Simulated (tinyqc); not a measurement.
Off-state leakage of single and stacked transistors: two steps of the calculation.

n-channel devices of unit width. Subthreshold current I(Vg, Vs, Vd) = I0 (T/300 K)^0.5 exp[(Vg - Vs - VT(T) - gb (Vs - Vb) + dd (Vd - Vs))/(nf Vt)] (1 - exp(-(Vd - Vs)/Vt)), VT(T) = VT - cT (T - 300 K). Gate-edge tunnelling Ig (Vd/1 V) exp(ag (Vd - 1 V)), for a gate at 0 V, and band-to-band leakage Ab u exp(-Bb/u), u = Vd - Vb + 1 V, flow at a drain held at V; both are taken as independent of T. In a stack of off transistors (all gates at 0 V) the same subthreshold current passes through each.

Parameters, values chosen for the exercise; values of the order met in bulk silicon logic transistors:
- T = 300 K (temperature)
- V = 0.7 V (supply voltage)
- VT = 0.45 V (threshold at 300 K, zero drain and body bias)
- cT = 0.6 mV/K (fall of the threshold with temperature)
- I0 = 0.18 uA/um (current at threshold at 300 K)
- nf = 1.2 (slope factor)
- dd = 0.12 (drain-induced lowering per volt)
- gb = 0.19 (rise of the threshold per volt of source-body bias)
- Ig = 6e-5 uA/um (gate-edge tunnelling current at 1 V)
- ag = 4.2 1/V (exponential slope of the gate current)
- Ab = 2 uA/(um V) (prefactor of band-to-band leakage at the drain)
- Bb = 21 V (its exponential voltage)
- Vb = 0 V (body voltage)

Constants: q = 1.602176634e-19 C, kB = 1.380649e-23 J/K, Vt = kB T/q. Results are converted to the units shown.

Task 1. Leakage of one transistor. Vg = Vs = 0, Vd = V; effective threshold VT(T) - gb Vb - dd V.

Find: effective threshold; parts; total; shares.

Result 1.

effective threshold = 0.36600 V
parts (nA/um): subthreshold 0.0013536, gate edge 0.011913, band-to-band 0.014678
total = 0.027945 nA/um
shares (%): subthreshold 4.8439, gate edge 42.632, band-to-band 52.524

The band-to-band part is the largest.

Task 2. New Vx. Stack of two, Vx the node between them: I_low = I(0, 0, Vx), I_up = I(0, Vx, V), f = ln(I_up/I_low), f' = -(1 + gb + 2 dd)/(nf Vt) - 1/(Vt (exp(Vx/Vt) - 1)) - 1/(Vt (exp((V - Vx)/Vt) - 1)), Vx(new) = Vx - f/f'.

Vx at the start = 0.059 V

Give: I_low; I_up; f; f'; Vx after iteration 1.

Result 2.

I_low = 1.018e-4 nA/um
I_up = 1.121e-4 nA/um
f = 0.09572
f' = -50.49 1/V
Vx after iteration 1 = 0.06090 V

Numbers from tinyqc (`OMP_NUM_THREADS=1 python tinyqc.py 2242024 2242025 out.jsonl`; about 0.03 s on one thread of a shared Intel Xeon 2.30GHz).
